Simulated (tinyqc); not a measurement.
# IGBT as a p-i-n diode in series with a MOS channel, on-state and switching loss, step by step

tinyqc, about 0.01 s, one thread, Intel Xeon 2.30GHz (shared host): `OMP_NUM_THREADS=1 python tinyqc.py 2590152 2590153 out.jsonl` Printed values are rounded.

High injection (n = p) in a drift layer from x = -W/2 (anode) to +W/2 (cathode side), recombination only in the layer with lifetime tau, ideal emitters. The channel feeds the cathode side and carries the whole current. Auger recombination, carrier-carrier scattering, emitter losses and the carrier dip under the p body are left out.

Inputs (values chosen for the exercise); material values close to those of silicon: temperature T = 300 K; band gap Eg = 1.13 eV; conduction-band density of states at T Nc = 2.76e19 cm^-3; valence-band density of states at T Nv = 2.63e19 cm^-3; electron mobility mn = 1400 cm^2/(V s); hole mobility mp = 480 cm^2/(V s); width of the drift layer W = 110 um; doping of the drift layer Nd = 7.2e13 cm^-3; high-injection lifetime tau = 1 us; current density J = 50 A/cm^2; channel and accumulation resistance Rch = 3.7 mohm cm^2; link voltage Vdc = 600 V; turn-off energy per stored charge and link voltage ks = 0.11; switching frequency f = 20 kHz.

Constants: q = 1.602176634e-19 C, kB = 1.380649e-23 J/K, Vt = kB T/q. Results are converted to the units shown.

## Ambipolar length

b = mn/mp, B = (b - 1)/(b + 1), La = sqrt(2 Vt mn mp tau/(mn + mp)), y = W/(2 La).

b = 2.91667
B = 0.489362
La = 42.9900 um
y = 1.27937

## Carrier profile

2 x/W, point 0 to 8: -1  -0.75  -0.5  -0.25  0  0.25  0.5  0.75  1

n(x) = (tau J/(2 q La))[cosh(x/La)/sinh y - B sinh(x/La)/cosh y]. x/La = (2 x/W) y.

n, point 0 to 8 (cm^-3): 5.75964e16  4.29812e16  3.28006e16  2.60041e16  2.18906e16  2.00356e16  2.02478e16  2.25490e16  2.71766e16

The density is 2.12 times higher at the anode than at the cathode side, since holes are the slower carriers; its smallest listed value is 278 times Nd.

## On-state voltage

n(x) = (tau J/(2 q La))[cosh(x/La)/sinh y - B sinh(x/La)/cosh y]. Vm = Vt [(8 b/(b + 1)^2)(sinh y/s) arctan(s sinh y) + B ln((1 + B tanh^2 y)/(1 - B tanh^2 y))], s = sqrt(1 - B^2 tanh^2 y); Vj = Vt ln(n(-W/2) n(W/2)/ni^2), ni = sqrt(Nc Nv) exp(-Eg/(2 Vt)), Eg in volts; Vc = J Rch; Von = Vm + Vj + Vc.

Vm = 0.0801952 V
Vj = 0.792707 V
Vc = 0.185 V
Von = 1.05790 V

Vm does not depend on J, since the carrier density grows with it. Junctions, layer and channel take 75, 7.6 and 17 % of Von.

## Stored charge, losses and the unipolar alternative

Stored charge tau J, turn-off energy Eoff = ks tau J Vdc, loss at half duty 0.5 J Von + f Eoff. A unipolar device on the same layer has Vu = J (W/(q mn Nd) + Rch).

stored charge = 50 uC/cm^2
Eoff = 3.3 mJ/cm^2
conduction loss = 26.4476 W/cm^2
switching loss = 66 W/cm^2
Vu = 34.2409 V

Both losses would be equal at f = 8.01 kHz.
